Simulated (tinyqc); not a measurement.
Band-to-band tunnelling across a p-n junction in a two-band chain, step by step. Values are carried at full precision from step to step, so a last printed digit may differ when a step is redone from the rounded ones.

Sites alternate A at -Eg/2 and C at +Eg/2 with hopping -t; near the edges, with k counted from the zone boundary pi/a, E^2 = (Eg/2)^2 + (t a k)^2, so t = sqrt(c Eg/m)/a gives the mass m, c = hbar^2/2m0. In the gap cosh(q a) = 1 + (Eg^2/4 - e^2)/(2 t^2), e the energy from the local mid-gap. The potential is V0 = Eg + ov on the p side (left), 0 on the n side, and falls linearly over the 2N sites of the junction, V_j = V0 (1 - j/(2N + 1)), j = 1 to 2N, site 1 being A. E = Eg/2 + x ov. A half chain that ends on a site of level e1 with neighbour e2 has g = (1 + z)/(E - e1), z = exp(-/+ i k a) the root with Im g < 0, cos(k a) = (E - e1)(E - e2)/(2 t^2) - 1. S_L = t^2 g (ending on C, shifted by V0), S_R = t^2 g (starting on A). T = 4 Im(S_L) Im(S_R) |G_(1,2N)|^2.

Constants: hbar^2/2m0 = 3.80998211 eV angstrom^2.

Parameters, chosen for this exercise (gap and mass near those of InAs; not measured data):
```
symbol  value   unit      meaning
Eg      0.373   eV        gap
m       0.0244  m0        mass of electron and light hole
a       5       angstrom  period (two sites)
ov      0.5     eV        overlap: top of the valence band on the p side above the conduction edge on the n side
N       5                 periods in the small junction
x       0.75              energy above the n-side conduction edge, as a share of ov
```

## Hopping, field and tunnelling length

Form t, V0, E, the field F = V0/((2N + 1) a/2) (1 V/angstrom = 100 MV/cm) and the length Eg/F over which E lies in the gap.

t = 1.5263 eV
V0 = 0.8730 eV
E = 0.5615 eV
F = 3.175 MV/cm
tunnelling length = 11.75 angstrom

So short a junction keeps the matrix small; its field is of the size of the 1 to 3 MV/cm of tunnel diodes.

## Self-energies of the two sides

Form cos(k a) and S for each side.

cos(k a): left -0.986640, right -0.939799

S_L, S_R (eV): [-0.06250-0.76214i, 0.18750-1.06434i]

## Recursive Green function

g_1 = 1/(E - e_1 - S_L); g_j = 1/(E - e_j - t^2 g_(j-1)), with S_R also subtracted at the last site; G_1j = G_1(j-1) (-t) g_j, G_11 = g_1; e_j is the site level plus V_j. The self-energies stand in the order S_L, S_R.

Sweep:
```
j   e_j (eV)       g_j (1/eV)      G_1j (1/eV)
1     0.6071   0.0290-1.3114i   0.0290-1.3114i
2     0.9008  -0.0428-0.3216i   0.6456-0.0715i
3     0.4484   0.3509-1.2350i  -0.2110+1.2554i
4     0.7420  -0.1076-0.3102i  -0.6291+0.1063i
5     0.2897   0.6569-0.9087i   0.4834-0.9791i
6     0.5833  -0.2253-0.3072i   0.6253-0.1100i
7     0.1310   0.6705-0.5023i  -0.5556+0.5919i
8     0.4246  -0.4191-0.3442i  -0.6664+0.0868i
9    -0.0278   0.5060-0.2591i   0.4803-0.3306i
10    0.2659  -0.2725-0.4246i   0.4140+0.1738i
```

T = 0.6542

## WKB for the same field

T = exp(-2 I/F), I = integral of q de across the gap. Continuum: q = sqrt(Eg^2/4 - e^2)/(t a), I = pi Eg^2/(8 t a). Lattice: q from the cosh formula, 12 Gauss-Legendre points in u with e = (Eg/2) sin(u), u from -pi/2 to pi/2. F in V/angstrom is the value in MV/cm over 100.

I (eV/angstrom): continuum 0.007159, lattice 0.007156

T by WKB: continuum 0.6370, lattice 0.6371

The chain gives 0.6542, 1.027 times the lattice WKB value; the exponent is only 0.45, and reflections at the two kinks of the potential count.

## Checks

- G_(1,2N) from the sweep against inversion of the whole matrix (size): both 0.44901.

tinyqc: `OMP_NUM_THREADS=1 python tinyqc.py 1481937 1481938 out.jsonl`; about 0.01 s, one thread, shared Intel(R) Xeon(R) Processor @ 2.30GHz.
